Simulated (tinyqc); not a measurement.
# Van der Pauw, Hall and four-point-probe measurements on a doped layer, step by step

tinyqc, about 0.01 s, one thread, Intel Xeon 2.30GHz (shared host): `OMP_NUM_THREADS=1 python tinyqc.py 2850146 2850147 out.jsonl` Printed values are rounded.

A uniform p-type layer with sheet resistance Rs = 1/(q ns mu), point contacts, low field (mu B small).

Parameters, values chosen for the exercise:
- ns = 1.1e13 cm^-2 (sheet density of the layer)
- mu = 140 cm^2/(V s) (drift mobility)
- rH = 1 (Hall factor)
- B = 0.55 T (magnetic field)
- I = 10 uA (current)
- ar = 1.91 (side ratio a/b of a rectangular sample with corner contacts)
- t = 670 nm (thickness of the layer)

Constants: q = 1.602176634e-19 C. Results are converted to the units shown.

## Resistances and Hall voltage

Rs = 1/(q ns mu). For a rectangle with contacts at the corners, RA = (8 Rs/pi) sum_(k>=0) ln coth((2k + 1) pi a/(2 b)) with current along a short side b and voltage along the opposite one, RB the same with a and b exchanged; Hall voltage VH = rH B I/(q ns), negative for electrons.

Rs = 4052.93 ohm/square
RA = 51.1427 ohm
RB = 4189.69 ohm
VH = 0.312075 mV

RB/RA = 81.9; for a square both equal Rs ln 2/pi = 894 ohm.

## Starting value

z = 2 ln 2/(pi (RA + RB)), exact for RA = RB.

z at the start = 0.104053 mS

## Iteration 1: new z

The van der Pauw equation exp(-pi RA z) + exp(-pi RB z) = 1 is solved for z = 1/Rs: e1 = exp(-pi RA z), e2 = exp(-pi RB z), f = e1 + e2 - 1, f' = -pi (RA e1 + RB e2), z(new) = z - f/f'.

e1 = 0.983421
e2 = 0.254215
f = 0.237635
f' = -3.50405 kohm
z after iteration 1 = 0.171870 mS

## Iteration 2: new z

As before.

e1 = 0.972763
e2 = 0.104120
f = 0.0768838
f' = -1.52676 kohm
z after iteration 2 = 0.222228 mS

## Iteration 3: new z

As before.

e1 = 0.964925
e2 = 0.0536631
f = 0.0185878
f' = -0.861364 kohm
z after iteration 3 = 0.243807 mS

## Course of the iteration

Stop when the step is below 1e-10 mS, or after 40 iterations.

Course of the iteration:
```
iteration  z before the step (mS)  step (mS)
1                        0.104053     0.0678
2                        0.171870     0.0504
3                        0.222228     0.0216
4                        0.243807    2.88e-3
5                        0.246692    4.33e-5
6                        0.246735    9.52e-9
7                        0.246735    < 1e-14
```

Converged in 7 iterations.

## Sheet density, mobility and bulk values

converged z = 0.246735 mS

Rs = 1/z; Hall sheet density B I/(q |VH|); Hall mobility |VH|/(Rs B I); true values ns = rH times the Hall density, mu = Hall mobility/rH; bulk density ns/t, resistivity Rs t; correction factor F = Rs/[(pi/ln 2)(RA + RB)/2].

Rs = 4052.93 ohm/square
Hall sheet density = 1.1e13 cm^-2
Hall mobility = 140 cm^2/(V s)
ns = 1.1e13 cm^-2
mu = 140 cm^2/(V s)
bulk density = 1.64179e17 cm^-3
resistivity = 0.271546 ohm cm
F = 0.421719

Taking the mean of RA and RB without F would overstate Rs by 140 %.
